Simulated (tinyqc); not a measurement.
Series resistance and length offset from two lengths at two overdrives.

Problem. In strong inversion R W = Rsd + k(x)(L - dL), k(x) = (1 + th1 x)/(mu0 Cox x), x the overdrive, Cox = eps0 eox/tox, with Rsd and dL independent of x. Find dL, Rsd, mu0 and th1.

Parameters, values chosen for the exercise: relative permittivity of the gate insulator (close to silicon dioxide) eox = 3.9; insulator thickness tox = 7.4 nm.

Constants: eps0 = 8.8541878128e-14 F/cm where lengths are in cm. Results are converted to the units shown.

total resistance times width (ohm um):

|  | L = 0.07 um | L = 0.74 um |
|---|---|---|
| overdrive 0.51 V | 1086.71982 | 9505.21646 |
| overdrive 1.3 V | 625.675370 | 4291.86764 |

Solution. At each overdrive R W is a straight line in L; the two lines cross at L = dL, R W = Rsd. Their slopes give k x = (1 + th1 x)/(mu0 Cox), a straight line in x.

dL = 0.005000 um
Rsd = 270.0 ohm um
mu0 = 360.0 cm^2/(V s)
th1 = 0.1500 1/V

tinyqc, about 0.01 s, one thread, Intel Xeon 2.30GHz (shared host): `OMP_NUM_THREADS=1 python tinyqc.py 2210035 2210036 out.jsonl`
